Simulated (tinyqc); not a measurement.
Worked calculation: empirical pseudopotential in a few plane waves. Computed by tinyqc, a small Python program that keeps every step. Settings: plane-wave index or count = 15. Command: `OMP_NUM_THREADS=1 python tinyqc.py 21304 21305 out.jsonl` (the two numbers bound the seeds that draw the settings). One thread of a shared host (Intel(R) Xeon(R) Processor @ 2.60GHz), about 0.2 s of CPU time with the checks.

## Bloch Hamiltonian at k

Parameters chosen for this model: fcc lattice, atoms at +/- a/8 (1,1,1); form factors in rydberg at |G|^2 in units of (2 pi/a)^2:

| parameter | value | unit |
|---|---|---|
| a | 6.360000 | angstrom |
| VS(3) | -0.245000 | Ry |
| VS(8) | -0.007000 | Ry |
| VS(11) | 0.043000 | Ry |
| VA(3) | 0.078000 | Ry |
| VA(4) | 0.050000 | Ry |
| VA(11) | 0.023000 | Ry |
| hbar^2/2m (2 pi/a)^2 | 3.718506 | eV |

k point k (2 pi / a): 0.56000  -0.45000  0.10000

Basis: the 15 shortest G (labels in 2 pi/a), the same at every k. H(G,G') = c |k + G|^2 delta + VS(|G-G'|^2) cos((G-G').tau) + i VA sin((G-G').tau), tau = a/8 (1,1,1); 1 Ry = 13.605693 eV.

H(k) at k (eV):
```
                   +0+0+0             -1-1-1             -1-1+1             -1+1-1
+0+0+0            1.95631   2.35707+0.75041i  -2.35707+0.75041i  -2.35707+0.75041i
-1-1-1   2.35707-0.75041i           11.55005   0.00000-0.68028i   0.00000-0.68028i
-1-1+1  -2.35707-0.75041i   0.00000+0.68028i           13.03745           -0.09524
-1+1-1  -2.35707-0.75041i   0.00000+0.68028i           -0.09524            4.85674
-1+1+1  -2.35707+0.75041i            0.09524   0.00000+0.68028i   0.00000+0.68028i
+1-1-1  -2.35707-0.75041i   0.00000+0.68028i           -0.09524           -0.09524
+1-1+1  -2.35707+0.75041i            0.09524   0.00000+0.68028i            0.00000
+1+1-1  -2.35707+0.75041i            0.09524            0.00000   0.00000+0.68028i
+1+1+1   2.35707+0.75041i            0.00000            0.09524            0.09524
-2+0+0   0.00000-0.68028i  -2.35707+0.75041i  -2.35707-0.75041i  -2.35707-0.75041i
+0-2+0   0.00000-0.68028i  -2.35707+0.75041i  -2.35707-0.75041i   0.41369-0.22128i
+0+0-2   0.00000-0.68028i  -2.35707+0.75041i   0.41369-0.22128i  -2.35707-0.75041i
+0+0+2   0.00000+0.68028i  -0.41369-0.22128i   2.35707+0.75041i  -0.41369+0.22128i
+0+2+0   0.00000+0.68028i  -0.41369-0.22128i  -0.41369+0.22128i   2.35707+0.75041i
+2+0+0   0.00000+0.68028i  -0.41369-0.22128i  -0.41369+0.22128i  -0.41369+0.22128i

                   -1+1+1             +1-1-1             +1-1+1             +1+1-1
+0+0+0  -2.35707-0.75041i  -2.35707+0.75041i  -2.35707-0.75041i  -2.35707-0.75041i
-1-1-1            0.09524   0.00000-0.68028i            0.09524            0.09524
-1-1+1   0.00000-0.68028i           -0.09524   0.00000-0.68028i            0.00000
-1+1-1   0.00000-0.68028i           -0.09524            0.00000   0.00000-0.68028i
-1+1+1            6.34414            0.00000           -0.09524           -0.09524
+1-1-1            0.00000           19.87950   0.00000-0.68028i   0.00000-0.68028i
+1-1+1           -0.09524   0.00000+0.68028i           21.36690           -0.09524
+1+1-1           -0.09524   0.00000+0.68028i           -0.09524           13.18619
+1+1+1   0.00000+0.68028i            0.09524   0.00000+0.68028i   0.00000+0.68028i
-2+0+0   2.35707-0.75041i   0.41369-0.22128i  -0.41369-0.22128i  -0.41369-0.22128i
+0-2+0  -0.41369-0.22128i  -2.35707-0.75041i   2.35707-0.75041i  -0.41369-0.22128i
+0+0-2  -0.41369-0.22128i  -2.35707-0.75041i  -0.41369-0.22128i   2.35707-0.75041i
+0+0+2  -2.35707+0.75041i  -0.41369+0.22128i  -2.35707+0.75041i   0.41369+0.22128i
+0+2+0  -2.35707+0.75041i  -0.41369+0.22128i   0.41369+0.22128i  -2.35707+0.75041i
+2+0+0   0.41369+0.22128i   2.35707+0.75041i  -2.35707+0.75041i  -2.35707+0.75041i

                   +1+1+1             -2+0+0             +0-2+0             +0+0-2
+0+0+0   2.35707-0.75041i   0.00000+0.68028i   0.00000+0.68028i   0.00000+0.68028i
-1-1-1            0.00000  -2.35707-0.75041i  -2.35707-0.75041i  -2.35707-0.75041i
-1-1+1            0.09524  -2.35707+0.75041i  -2.35707+0.75041i   0.41369+0.22128i
-1+1-1            0.09524  -2.35707+0.75041i   0.41369+0.22128i  -2.35707+0.75041i
-1+1+1   0.00000-0.68028i   2.35707+0.75041i  -0.41369+0.22128i  -0.41369+0.22128i
+1-1-1            0.09524   0.41369+0.22128i  -2.35707+0.75041i  -2.35707+0.75041i
+1-1+1   0.00000-0.68028i  -0.41369+0.22128i   2.35707+0.75041i  -0.41369+0.22128i
+1+1-1   0.00000-0.68028i  -0.41369+0.22128i  -0.41369+0.22128i   2.35707+0.75041i
+1+1+1           14.67359  -0.41369-0.22128i  -0.41369-0.22128i  -0.41369-0.22128i
-2+0+0  -0.41369+0.22128i            8.50088           -0.09524           -0.09524
+0-2+0  -0.41369+0.22128i           -0.09524           23.52364           -0.09524
+0+0-2  -0.41369+0.22128i           -0.09524           -0.09524           15.34293
+0+0+2  -2.35707-0.75041i            0.09524            0.09524            0.00000
+0+2+0  -2.35707-0.75041i            0.09524            0.00000            0.09524
+2+0+0  -2.35707-0.75041i            0.00000            0.09524            0.09524

                   +0+0+2             +0+2+0             +2+0+0
+0+0+0   0.00000-0.68028i   0.00000-0.68028i   0.00000-0.68028i
-1-1-1  -0.41369+0.22128i  -0.41369+0.22128i  -0.41369+0.22128i
-1-1+1   2.35707-0.75041i  -0.41369-0.22128i  -0.41369-0.22128i
-1+1-1  -0.41369-0.22128i   2.35707-0.75041i  -0.41369-0.22128i
-1+1+1  -2.35707-0.75041i  -2.35707-0.75041i   0.41369-0.22128i
+1-1-1  -0.41369-0.22128i  -0.41369-0.22128i   2.35707-0.75041i
+1-1+1  -2.35707-0.75041i   0.41369-0.22128i  -2.35707-0.75041i
+1+1-1   0.41369-0.22128i  -2.35707-0.75041i  -2.35707-0.75041i
+1+1+1  -2.35707+0.75041i  -2.35707+0.75041i  -2.35707+0.75041i
-2+0+0            0.09524            0.09524            0.00000
+0-2+0            0.09524            0.00000            0.09524
+0+0-2            0.00000            0.09524            0.09524
+0+0+2           18.31773           -0.09524           -0.09524
+0+2+0           -0.09524           10.13702           -0.09524
+2+0+0           -0.09524           -0.09524           25.15978
```

## Levels at k

Diagonalise the Hermitian matrix.

eigenvalues (eV): -3.75974  2.88110  5.62753  6.40282  10.17369  11.94099  12.86712  13.31818  15.02875  17.48138  18.68149  20.03365  23.18299  25.63362  28.33927

## Bands along a path

The same steps at evenly spaced points between the labelled ones.

Bands along the path (eV), lowest eight:

| k | band 1 | band 2 | band 3 | band 4 | band 5 | band 6 | band 7 | band 8 |
|---|---|---|---|---|---|---|---|---|
| L | -3.51943 | 2.43178 | 6.66546 | 6.66546 | 8.76384 | 12.44372 | 12.44372 | 15.45029 |
| L-G 0.25 | -3.94777 | 2.96002 | 6.59240 | 6.59240 | 8.71104 | 12.30547 | 12.30547 | 13.96799 |
| L-G 0.50 | -4.36610 | 3.98045 | 6.67947 | 6.67947 | 8.71927 | 12.14923 | 12.14923 | 12.19335 |
| L-G 0.75 | -4.65720 | 5.31846 | 6.83420 | 6.83420 | 8.14757 | 11.45949 | 11.76303 | 11.76303 |
| G | -4.76017 | 6.70491 | 6.91424 | 6.91424 | 6.91424 | 11.54108 | 11.54108 | 11.54108 |
| G-X 0.25 | -4.62278 | 5.17156 | 6.68759 | 6.68759 | 8.56755 | 10.97040 | 12.07403 | 12.07403 |
| G-X 0.50 | -4.23344 | 3.77791 | 6.27693 | 6.27693 | 9.95628 | 10.24974 | 13.37422 | 13.39869 |
| G-X 0.75 | -3.67430 | 2.72002 | 6.02162 | 6.02162 | 9.89591 | 10.01887 | 14.41388 | 15.17765 |
| X | -3.12289 | 2.18306 | 6.07986 | 6.07986 | 9.55522 | 10.19079 | 16.61409 | 17.28709 |

With 4 band(s) filled, the highest filled level on these points lies at G and the lowest empty one at G: the bands touch or overlap, so there is no gap. This holds for the small fixed basis; with all plane waves up to |k + G|^2 = 21 (2 pi/a)^2 the gap along the path is 0.34 eV.

## Convergence with the number of plane waves

Levels at G counted from the fourth one.

Levels (eV):

| plane waves | level 1 | level 5 | level 8 |
|---|---|---|---|
| 9 | -14.27400 | 0.54720 | 1.36057 |
| 15 | -11.67441 | 0 | 4.62684 |
| 27 | -11.03739 | 0.27238 | 4.61794 |
| 51 | -10.63487 | 0.28132 | 5.04590 |
| 59 | -10.59635 | 0.33319 | 4.92756 |
| 65 | -10.58109 | 0.31183 | 4.92694 |
| 89 | -10.56512 | 0.32283 | 4.92575 |
